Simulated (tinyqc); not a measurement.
Worked calculation: tight binding, honeycomb lattice. One step of it, computed by the program tinyqc.

Problem. Levels at k. Diagonalise the Hermitian matrix.

H(k) at k (eV), order A, B:
```
[[0.600000, -3.499215+0.898446i],
 [-3.499215-0.898446i, -0.600000]]
```

Give: eigenvalues; weights |c|^2 of the basis functions.

Solution.

eigenvalues (eV): [-3.6622, 3.6622]

weights |c|^2 of the basis functions, order A, B:
```
[[0.4181, 0.5819],
 [0.5819, 0.4181]]
```
